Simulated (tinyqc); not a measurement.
Worked calculation: plane-wave Kohn-Sham cycle with exchange-only LDA in a layered model solid. One step of it, computed by the program tinyqc.

Problem. Iteration 1: potential. V_H(G) = 4 pi rho(G)/G^2 for G != 0 (uniform background); v_x = -(3 rho/pi)^(1/3); V = V_ext + V_H + v_x; Fourier components f(G_m) = (1/N) sum_j f(x_j) exp(-i G_m x_j).

A solid whose potential varies along x alone (atomic units):
```
parameter                      value
period a                   11.000000
cross-section of the cell  28.000000
electrons per cell                 2
grid points                       16
plane waves -n..n, n               2
k points                           4
V1 in V1 cos(2 pi x/a)     -0.340000
```

density at the start, on the grid x_j = j a/N (e/bohr^3): 0.00649351  0.00649351  0.00649351  0.00649351  0.00649351  0.00649351  0.00649351  0.00649351  0.00649351  0.00649351  0.00649351  0.00649351  0.00649351  0.00649351  0.00649351  0.00649351

Give: Potentials on the grid; V(G_m), m = 0, 1, 2, ....

Solution.

Potentials on the grid (hartree):
```
x          V_ext     V_H      v_x        V
0.0000   -0.3400  0.0000  -0.1837  -0.5237
0.6875   -0.3141  0.0000  -0.1837  -0.4978
1.3750   -0.2404  0.0000  -0.1837  -0.4241
2.0625   -0.1301  0.0000  -0.1837  -0.3138
2.7500         0  0.0000  -0.1837  -0.1837
3.4375    0.1301  0.0000  -0.1837  -0.0536
4.1250    0.2404  0.0000  -0.1837   0.0567
4.8125    0.3141  0.0000  -0.1837   0.1304
5.5000    0.3400  0.0000  -0.1837   0.1563
6.1875    0.3141  0.0000  -0.1837   0.1304
6.8750    0.2404  0.0000  -0.1837   0.0567
7.5625    0.1301  0.0000  -0.1837  -0.0536
8.2500         0  0.0000  -0.1837  -0.1837
8.9375   -0.1301  0.0000  -0.1837  -0.3138
9.6250   -0.2404  0.0000  -0.1837  -0.4241
10.3125  -0.3141  0.0000  -0.1837  -0.4978
```

V(G_m), m = 0, 1, 2, ... (hartree): -0.1837  -0.1700  0.0000  0.0000  0.0000
